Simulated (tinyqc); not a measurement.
# Reverse leakage of an n+-p junction: diffusion, generation, trap-assisted and band-to-band tunnelling: what changes with what

One-sided abrupt junction in the depletion approximation, x from the junction (0) to W on the p side, field F = F0 (1 - x/W). Flat quasi-Fermi levels, long p side. Traps generate through SRH with both lifetimes shortened by 1 + Gamma (Hurkx enhancement, form for moderate fields); band-to-band generation is local and needs a total bending above Eg.

Values chosen for this exercise; band and dielectric values close to those of silicon:
- T = 300 K (temperature)
- Eg = 1.13 eV (band gap)
- eps_r = 11.5 (relative permittivity)
- Nc = 2.8e19 cm^-3 (conduction-band density of states at T)
- Nv = 2.65e19 cm^-3 (valence-band density of states at T)
- Na = 9.7e16 cm^-3 (acceptor density of the lighter side)
- Nd = 5e19 cm^-3 (donor density of the heavier side)
- tau = 1e-6 s (SRH lifetime of both carriers at zero field)
- Et = 0 eV (trap level above the intrinsic level)
- mt = 0.26 m0 (tunnelling mass)
- Dn = 12 cm^2/s (electron diffusion coefficient on the lighter side)
- Ab = 2.5e14 cm^-0.5 V^-2.5 s^-1 (band-to-band prefactor)
- Bb = 1.91e7 V/cm (band-to-band field constant)
- VR = 1.2 V (reverse bias)

Constants: q = 1.602176634e-19 C, kB = 1.380649e-23 J/K, hbar = 1.054571817e-34 J s, m0 = 9.1093837015e-31 kg, Vt = kB T/q, eps0 = 8.8541878128e-14 F/cm where lengths are in cm. Results are converted to the units shown.

Each table varies one quantity; the others keep the values above.

## Leakage components against the acceptor density of the lighter side

ni = sqrt(Nc Nv) exp(-Eg/(2 Vt)), Eg in volts; Vbi = Vt ln(Na Nd/ni^2); W = sqrt(2 eps0 eps_r (Vbi + VR)/(q Na)); F0 = 2 (Vbi + VR)/W; FG = sqrt(24 mt m0 (kB T)^3)/(q hbar); J_diff = q ni^2 sqrt(Dn/tau)(1 - exp(-VR/Vt))/Na. u = (Vbi + VR)(1 - x/W)^2, p = Na exp(-u/Vt), n = Nd exp((u - Vbi - VR)/Vt); G0 = ni^2 (1 - exp(-VR/Vt))/(tau (n + p + 2 ni cosh(Et/Vt))); Gamma = 2 sqrt(3 pi)(F/FG) exp((F/FG)^2); trap-assisted part G0 Gamma; G_bb = Ab F^2.5 exp(-Bb/F) with F in V/cm, zero unless Vbi + VR > Eg. Currents are q times the integrals over 0 to W; J_bb under 1e-8 of J is printed as 0; rows with F0/FG above 2.2, beyond the range of this Gamma, are left out.

Results:
```
Na (cm^-3),F0 (kV/cm),F0/FG,J_diff (A/cm^2),J_SRH (A/cm^2),J_TAT (A/cm^2),J_bb (A/cm^2),J (A/cm^2),largest part
1e16,82.1,0.218,4.28e-12,1.69e-8,1.45e-8,0,3.14e-8,SRH generation
5.6e16,196,0.522,7.64e-13,6.92e-9,1.61e-8,0,2.30e-8,trap-assisted tunnelling
1.3e17,301,0.799,3.29e-13,4.48e-9,1.92e-8,0,2.37e-8,trap-assisted tunnelling
3.2e17,474,1.26,1.34e-13,2.82e-9,3.10e-8,4.12e-15,3.38e-8,trap-assisted tunnelling
7.5e17,729,1.94,5.71e-14,1.82e-9,1.01e-7,1.55e-8,1.18e-7,trap-assisted tunnelling
```

Estimate the missing row, Na = 2.4e16 cm^-3.

Computed row:
```
Na (cm^-3),F0 (kV/cm),F0/FG,J_diff (A/cm^2),J_SRH (A/cm^2),J_TAT (A/cm^2),J_bb (A/cm^2),J (A/cm^2),largest part
2.4e16,128,0.340,1.78e-12,1.07e-8,1.50e-8,0,2.57e-8,trap-assisted tunnelling
```

With this row back in the table: J goes from 3.14e-8 through a minimum of 2.30e-8 (at Na = 5.6e16 among the rows listed) to 1.18e-7 A/cm^2. SRH generation leads at Na = 1e16, trap-assisted tunnelling from 2.4e16 on. The ratio J_TAT/J_SRH goes from 0.860 to 55.7 as F0/FG goes from 0.218 to 1.94.

## Leakage components against the trap level above the intrinsic level

Same model as above.

The same in every row: F0 (kV/cm) = 259; F0/FG = 0.689; J_diff (A/cm^2) = 4.41e-13; J_bb (A/cm^2) = 0.

Leakage components against the trap level above the intrinsic level:
```
Et (eV),J_SRH (A/cm^2),J_TAT (A/cm^2),J (A/cm^2),largest part
-0.3,1.54e-13,4.73e-13,1.07e-12,trap-assisted tunnelling
-0.2,6.21e-12,2.01e-11,2.67e-11,trap-assisted tunnelling
-0.1,2.52e-10,8.40e-10,1.09e-9,trap-assisted tunnelling
0,5.21e-9,1.77e-8,2.29e-8,trap-assisted tunnelling
0.1,2.52e-10,8.40e-10,1.09e-9,trap-assisted tunnelling
0.2,6.21e-12,2.01e-11,2.67e-11,trap-assisted tunnelling
0.3,1.54e-13,4.73e-13,1.07e-12,trap-assisted tunnelling
```

J goes from 1.07e-12 through a maximum of 2.29e-8 (at Et = 0 among the rows listed) to 1.07e-12 A/cm^2. Trap-assisted tunnelling leads at Et = -0.3 and in all other rows.

Range of the model: The n+ side is degenerate, so Vbi from Boltzmann statistics is only a guide.

tinyqc, about 0.01 s, one thread, Intel Xeon 2.30GHz (shared host): `OMP_NUM_THREADS=1 python tinyqc.py 2290062 2290063 out.jsonl`
